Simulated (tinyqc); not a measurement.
# Permittivity of the insulator from five potentials

Question. A node lies on a semiconductor-insulator interface. Steps: hs = tb/2 down into the semiconductor, ho = tox/1 up into the insulator, hy = L/5 sideways. The flux balance of its box reads eox (hy/ho)(above - node) + eps_r (hy/hs)(below - node) + [(eps_r hs + eox ho)/(2 hy)](left + right - 2 node) - q Na (hs/2) hy/eps0 = 0. Find eox.

Inputs (values chosen for the exercise); semiconductor permittivity close to that of silicon:
- eps_r = 11.6 (relative permittivity of the semiconductor)
- tb = 3 nm (body thickness)
- tox = 6.1 nm (insulator thickness)
- L = 22 nm (channel length)
- Na = 3.3e17 cm^-3 (acceptor density of the depleted body)

Constants: q = 1.602176634e-19 C, eps0 = 8.8541878128e-14 F/cm where lengths are in cm. Results are converted to the units shown.

psi (V): node 0.27976288, above 0.06, below 0.30206688, left 0.52, right 0.20649846

Answer. The balance is linear in eox.

eox = 25.0

Numbers from tinyqc (`OMP_NUM_THREADS=1 python tinyqc.py 2480095 2480096 out.jsonl`; about 0.09 s on one thread of a shared Intel Xeon 2.30GHz).
